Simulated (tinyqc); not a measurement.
Out-diffusion of a doped substrate or buried layer into a growing epitaxial film. From one set of inputs to another, one input at a time. Computed by tinyqc, a small Python program. Command: `OMP_NUM_THREADS=1 python tinyqc.py 3010838 3010839 out.jsonl buried ladder`. One thread of a shared host (Intel(R) Xeon(R) Processor @ 2.30GHz), about 0.01 s of CPU time with the checks.

x is counted from the original substrate surface into the film, whose surface moves as x = v t. Substrate dopant has one diffusivity; the dopant of the film is taken as uniform.

The inputs printed are set A. Set A is modelled on antimony in silicon; the values taken over come from a set modelled on arsenic in silicon. Inputs not listed in the table keep their values of set A, so the rows need not describe a real material.

Inputs (values chosen for the exercise, modelled on antimony in silicon):
```
quantity                                            value    unit
prefactor D0                                         4.66  cm^2/s
activation energy E                                  3.89      eV
substrate concentration C_s                       8.9e+18  1/cm^3
film doping C_e                                   3.2e+16  1/cm^3
growth rate v                                        0.21  um/min
film thickness d                                      3.9      um
growth temperature T                                  975       C
autodoping level at the start, as a share of C_s   0.0005       -
decay length of autodoping                           0.77      um
later thermal budget (Dt)2                        9.4e-10    cm^2
```

Film doping: opposite type.

Constants: k_B = 8.617333262e-05 eV/K.

Method:
- D = D0 exp(-E/(k_B T)); growth time t = d/v; l = 2 sqrt(D t); growth number G = v t/l = d/l; 1 um = 1e-4 cm.
- Temperatures in kelvin are T(C) + 273.15.
- After growth and the later budget: l2 = 2 sqrt(D t + (Dt)2); C(x) = (C_s/2) erfc(x/l2) + share x C_s exp(-x/decay length) for x > 0 (autodoping taken as unchanged by the later budget). The transition x_t solves C(x) = C_e, the metallurgical junction.
- Usable film = d - x_t. Also give x_t for the erfc term alone, after growth and after the later budget.

Each row keeps all changes above it:
```
input moved                                               from          to  x_t after growth, erfc alone (um)  x_t after the later budget, erfc alone (um)  usable film (um)
set A                                                        -           -                           0.038379                                       1.1661            2.7295
later thermal budget (Dt)2 (cm^2)                      9.4e-10     7.2e-11                           0.038379                                       0.3248            3.5714
film doping C_e (1/cm^3)                               3.2e+16     1.7e+16                           0.041303                                       0.3496            3.5437
film thickness d (um)                                      3.9           2                           0.029578                                       0.3484            1.6449
substrate concentration C_s (1/cm^3)                   8.9e+18     1.2e+18                           0.022420                                       0.2641            1.7347
decay length of autodoping (um)                           0.77         0.4                           0.022420                                       0.2641            1.7351
prefactor D0 (cm^2/s) and activation energy E (eV)  4.66, 3.89  10.9, 3.97                           0.023640                                       0.2642            1.7350
```

Which inputs carry the difference?

x_t after growth, erfc alone goes from 0.0384 to 0.0236, a factor 0.616 in all. The largest single move comes from film thickness d (a factor 0.716), and film doping C_e works against it (a factor 1.08). x_t after the later budget, erfc alone goes from 1.17 to 0.264, a factor 0.227 in all. The largest single move comes from later thermal budget (Dt)2 (a factor 0.279). Usable film goes from 2.73 to 1.73, a factor 0.636 in all. The largest single move comes from film thickness d (a factor 0.464), and later thermal budget (Dt)2 works against it (a factor 1.31). The single moves hold for this order of the switches; the total does not depend on the order.

Caution (rows set A, later thermal budget (Dt)2, film doping C_e, film thickness d): the substrate doping is comparable to or above the intrinsic density at growth temperature, so the diffusivity may be higher on that side.

Extremes, crossings and ranges named in words are read from the listed rows.
